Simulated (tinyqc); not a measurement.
Pariser-Parr-Pople SCF with singles CI, for the molecule O=c1cccccc1 (SMILES; centres numbered as the heavy atoms are written), step by step. One step of it, computed by the program tinyqc.

Problem. Iteration 3: Fock matrix. F_rr = H_rr + P_rr gamma_rr / 2 + sum_(s != r) P_ss gamma_rs; F_rs = H_rs - P_rs gamma_rs / 2; E = tr P (H + F) / 2 + core repulsion sum_(r<s) z_r z_s gamma_rs.

P after iteration 2:
```
           1O         2C         3C         4C         5C         6C         7C         8C
1O   1.513124   0.722239  -0.153311  -0.242937   0.158161   0.158161  -0.242937  -0.153311
2C   0.722239   0.806161   0.436606   0.115788  -0.127935  -0.127935   0.115788   0.436606
3C  -0.153311   0.436606   0.930389   0.774680   0.055398  -0.320258  -0.092081   0.258425
4C  -0.242937   0.115788   0.774680   0.949282   0.534273   0.049717  -0.168746  -0.092081
5C   0.158161  -0.127935   0.055398   0.534273   0.960686   0.750679   0.049717  -0.320258
6C   0.158161  -0.127935  -0.320258   0.049717   0.750679   0.960686   0.534273   0.055398
7C  -0.242937   0.115788  -0.092081  -0.168746   0.049717   0.534273   0.949282   0.774680
8C  -0.153311   0.436606   0.258425  -0.092081  -0.320258   0.055398   0.774680   0.930389
```

core matrix H (eV):
```
            1O          2C          3C          4C          5C          6C          7C          8C
1O  -42.895164   -2.510000    0.000000    0.000000    0.000000    0.000000    0.000000    0.000000
2C   -2.510000  -41.657323   -2.390000    0.000000    0.000000    0.000000    0.000000   -2.390000
3C    0.000000   -2.390000  -40.041506   -2.390000    0.000000    0.000000    0.000000    0.000000
4C    0.000000    0.000000   -2.390000  -38.874203   -2.390000    0.000000    0.000000    0.000000
5C    0.000000    0.000000    0.000000   -2.390000  -38.450223   -2.390000    0.000000    0.000000
6C    0.000000    0.000000    0.000000    0.000000   -2.390000  -38.450223   -2.390000    0.000000
7C    0.000000    0.000000    0.000000    0.000000    0.000000   -2.390000  -38.874203   -2.390000
8C    0.000000   -2.390000    0.000000    0.000000    0.000000    0.000000   -2.390000  -40.041506
```

repulsion gamma_rs (eV):
```
           1O         2C         3C         4C         5C         6C         7C         8C
1O  15.200000   5.774219   4.155865   2.990247   2.564361   2.564361   2.990247   4.155865
2C   5.774219  11.130000   5.345691   3.772432   3.243428   3.243428   3.772432   5.345691
3C   4.155865   5.345691  11.130000   5.345136   3.773541   3.243926   3.243627   3.773721
4C   2.990247   3.772432   5.345136  11.130000   5.346273   3.773156   3.243332   3.243627
5C   2.564361   3.243428   3.773541   5.346273  11.130000   5.345539   3.773156   3.243926
6C   2.564361   3.243428   3.243926   3.773156   5.345539  11.130000   5.346273   3.773541
7C   2.990247   3.772432   3.243627   3.243332   3.773156   5.346273  11.130000   5.345136
8C   4.155865   5.345691   3.773721   3.243627   3.243926   3.773541   5.345136  11.130000
```

Centres (angstrom, eV; a flat drawing with bonds scaled to 1.40 angstrom):
```
centre          x          y  core charge z          W   gamma_rr
1O       2.637000   0.000000              1  17.700000  15.200000
2C       1.237000   0.000000              1  11.160000  11.130000
3C       0.629000   1.261000              1  11.160000  11.130000
4C      -0.736000   1.573000              1  11.160000  11.130000
5C      -1.830000   0.700000              1  11.160000  11.130000
6C      -1.830000  -0.700000              1  11.160000  11.130000
7C      -0.736000  -1.573000              1  11.160000  11.130000
8C       0.629000  -1.261000              1  11.160000  11.130000
```

Give: F; pi energy.

Solution.

F (eV):
```
         1O       2C       3C       4C       5C       6C       7C       8C
1O  -8.4031  -4.5952   0.3186   0.3632  -0.2028  -0.2028   0.3632   0.3186
2C  -4.5952  -5.0927  -3.5570  -0.2184   0.2075   0.2075  -0.2184  -3.5570
3C   0.3186  -3.5570  -5.8603  -4.4604  -0.1045   0.5194   0.1493  -0.4876
4C   0.3632  -0.2184  -4.4604  -6.1950  -3.8182  -0.0938   0.2737   0.1493
5C  -0.2028   0.2075  -0.1045  -3.8182  -6.2878  -4.3964  -0.0938   0.5194
6C  -0.2028   0.2075   0.5194  -0.0938  -4.3964  -6.2878  -3.8182  -0.1045
7C   0.3632  -0.2184   0.1493   0.2737  -0.0938  -3.8182  -6.1950  -4.4604
8C   0.3186  -3.5570  -0.4876   0.1493   0.5194  -0.1045  -4.4604  -5.8603
```

pi energy = -108.0530 eV
